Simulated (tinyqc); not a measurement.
Worked calculation: exchange-split free-electron bands and tunnelling magnetoresistance. Values are carried at full precision from step to step, so a last printed digit may differ when a step is redone from the rounded ones.

Majority and minority bands E = c k^2/m -/+ Dx/2, c = hbar^2/2m0, so k_up = sqrt(m (EF + Dx/2)/c), k_dn = sqrt(m (EF - Dx/2)/c); n_s = k_s^3/(6 pi^2), D_s = m k_s/(4 pi^2 c).

Constants: hbar^2/2m0 = 3.80998211 eV angstrom^2.

Values chosen for the exercise: EF = 3.2 eV (Fermi energy above the mean band bottom); Dx = 5.25 eV (exchange splitting); m = 0.88 m0 (mass in the electrodes); mb = 0.58 m0 (mass in the barrier); phi = 2.91 eV (barrier height above EF); d = 14.9 angstrom (barrier thickness).

## The two Fermi spheres

Give k_s, n_s, D_s, the moment per electron (n_up - n_dn)/n and three polarisations: of D, of D v and of D v^2 (v proportional to k).

k_up, k_dn (1/angstrom): [1.1599, 0.3644]

n_up, n_dn (1/angstrom^3): [0.02635, 0.00082]

D_up, D_dn (1/(eV angstrom^3)): [0.00679, 0.00213]

moment per electron = 0.9398 muB

polarisations: D 0.5219, D v 0.8203, D v^2 0.9398

The three numbers differ although they describe one band structure: each probe (density of states, ballistic current, diffusive current) weights the velocity differently.

## Transmissions

Barrier: kappa = sqrt(mb phi/c), c = hbar^2/2m0. With a = k1/m, b = k2/m, w = kappa/mb, the transmission at normal incidence is T(k1, k2) = 4 a b w^2/[w^2 (a + b)^2 + (w^2 + a^2)(w^2 + b^2) sinh^2(kappa d)]. Parallel: G_P = T(up, up) + T(dn, dn); antiparallel: G_AP = 2 T(up, dn); TMR = (G_P - G_AP)/G_AP. Julliere: TMR = 2 P^2/(1 - P^2). Slonczewski factor: P_eff = P_k (w^2 - a_up a_dn)/(w^2 + a_up a_dn), P_k = (k_up - k_dn)/(k_up + k_dn).

Evaluate kappa and the three T.

kappa = 0.6656 1/angstrom
kappa d = 9.917

T: up-up 9.547e-09, dn-dn 3.968e-09, up-dn 6.155e-09

The majority channel transmits more, by a factor 2.41; the common factor exp(-2 kappa d) is 2.43e-09.

## Magnetoresistance

From the T, and from the Julliere formula with P_k and with P_eff.

TMR from T = 9.79 %
P_k = 0.5219
P_eff = 0.2160
Julliere with P_k = 74.85 %
Julliere with P_eff = 9.79 %

The interface factor is +0.414. The plain Julliere value lies 65.1 points above the result and the one with P_eff 0.00 points from it. Symmetry filtering in crystalline barriers, which gives far larger values, is outside this model.

## Checks

- TMR of a thick barrier against the Julliere formula with P_eff: both 0.09788.

Run: tinyqc, `OMP_NUM_THREADS=1 python tinyqc.py 1650824 1650825 out.jsonl`; Intel(R) Xeon(R) Processor @ 2.30GHz, one thread, shared host; about 0.01 s of CPU time with all checks.
